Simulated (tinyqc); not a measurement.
Worked calculation: tight binding, honeycomb lattice. Computed by tinyqc, a small Python program that keeps every step. Settings: t1 = 1.86, t2 = 0.2, phi = 1.57, delta = 0, points = 7. Command: `OMP_NUM_THREADS=1 python tinyqc.py 25911 25912 out.jsonl` (the two numbers bound the seeds that draw the settings). One thread of a shared host (Intel(R) Xeon(R) Processor @ 2.60GHz), about 0.01 s of CPU time with the checks.

## Bloch Hamiltonian at k

Parameters chosen for this model:

| parameter | value | unit |
|---|---|---|
| t1 | 1.860000 | eV, nearest |
| t2 | 0.200000 | eV, second neighbours |
| phi | 1.570000 | rad, phase of t2 (Haldane) |
| delta | 0 | eV, +/- on A and B |

k point k (fractions of the reciprocal vectors): -0.39000  -0.28000

H_AB = -t1 (1 + exp(-i k.a1) + exp(-i k.a2)); H_AA = delta - 2 t2 sum cos(k.b + phi), H_BB = -delta - 2 t2 sum cos(k.b - phi), b = a1, a2 - a1, -a2.

H(k) at k (eV):
```
                   A                  B
A            0.39297  -0.07832-3.01266i
B  -0.07832+3.01266i           -0.39286
```

## Levels at k

Diagonalise the Hermitian matrix.

eigenvalues (eV): -3.03913  3.03925

weights |c|^2 of the basis functions:
```
    band 1   band 2
A  0.43536  0.56464
B  0.56464  0.43536
```

## Bloch Hamiltonian at K

k point K (fractions of the reciprocal vectors): 0.33333  0.66667

As before.

H(k) at K (eV):
```
         A         B
A  1.03971   0.00000
B  0.00000  -1.03875
```

## Levels at K

As before.

eigenvalues (eV): -1.03875  1.03971

weights |c|^2 of the basis functions:
```
    band 1   band 2
A  0.00000  1.00000
B  1.00000  0.00000
```

## Bands along a path

The same steps at evenly spaced points between the labelled ones.

Bands along the path (eV):

| k | band 1 | band 2 |
|---|---|---|
| G | -5.58096 | 5.57904 |
| G-K 0.20 | -5.25926 | 5.25767 |
| G-K 0.40 | -4.35400 | 4.35322 |
| G-K 0.60 | -3.05506 | 3.05518 |
| G-K 0.80 | -1.71326 | 1.71402 |
| K | -1.03875 | 1.03971 |
| K-M 0.20 | -1.17451 | 1.17543 |
| K-M 0.40 | -1.42964 | 1.43047 |
| K-M 0.60 | -1.65925 | 1.65999 |
| K-M 0.80 | -1.80855 | 1.80922 |
| M | -1.85968 | 1.86032 |
| M-K' 0.20 | -1.80855 | 1.80922 |
| M-K' 0.40 | -1.65925 | 1.65999 |
| M-K' 0.60 | -1.42964 | 1.43047 |
| M-K' 0.80 | -1.17451 | 1.17543 |
| K' | -1.03875 | 1.03971 |

With 1 band(s) filled, the highest filled level on these points lies at K and the lowest empty one at K: a gap of 2.0785 eV, direct.

## Chern number of the lower band

On a 7 x 7 mesh, the phase of the product of overlaps around each plaquette (k1 then k2); the sum over 2 pi is an integer.

plaquette phases (rad):
```
          1         2         3         4         5         6         7
1   0.00000  -0.00154  -0.01963  -0.14973  -0.01774   0.02299   0.00821
2  -0.00154  -0.01950  -0.04821  -0.23024  -0.22814   0.04730   0.02299
3  -0.01963  -0.04821  -0.10476  -0.32387  -0.89625  -0.22814  -0.01774
4  -0.14973  -0.23024  -0.32387  -0.36873  -0.32387  -0.23024  -0.14973
5  -0.01774  -0.22814  -0.89625  -0.32387  -0.10476  -0.04821  -0.01963
6   0.02299   0.04730  -0.22814  -0.23024  -0.04821  -0.01950  -0.00154
7   0.00821   0.02299  -0.01774  -0.14973  -0.01963  -0.00154   0.00000
```

Chern number = -1.00000
